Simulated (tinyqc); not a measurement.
Specific resistance of a metal-semiconductor contact and its transmission-line measurement: one step, computed by the program tinyqc. Command: `OMP_NUM_THREADS=1 python tinyqc.py 3015422 3015423 out.jsonl contact walk`. One thread of a shared host (Intel(R) Xeon(R) Processor @ 2.30GHz), about 0.01 s of CPU time with the checks.

The barrier is parabolic (depletion approximation), energies E are normal energies counted from the band edge in the neutral semiconductor (downwards for holes), and the bias is zero. xi is an input, held fixed when other inputs move.

Task: Current crowding. Transmission-line model: transfer length L_T = sqrt(rho_c/R_sh); R_c = (R_sh L_T/W) coth(d/L_T). Limits: rho_c/(W d) for d << L_T, sqrt(rho_c R_sh)/W for d >> L_T.

Inputs (values chosen for the exercise, modelled on n-type In0.53Ga0.47As):
```
quantity               value        unit
temperature T            400           K
sheet resistance R_sh    740         ohm
contact length d       0.033  micrometre
contact width W         0.84  micrometre
```

Image-force lowering: included.

specific contact resistance rho_c = 9.361568e-08 ohm cm^2

Give: transfer length L_T; d/L_T; contact resistance R_c; R_c W; short-contact limit; long-contact limit.

Result:

transfer length L_T = 0.1125 micrometre

d/L_T = 0.2934

contact resistance R_c = 347.4 ohm

R_c W = 291.8 ohm micrometre

short-contact limit = 337.7 ohm

long-contact limit = 99.09 ohm

The contact is short: the whole area carries current, and R_c scales as 1/d.
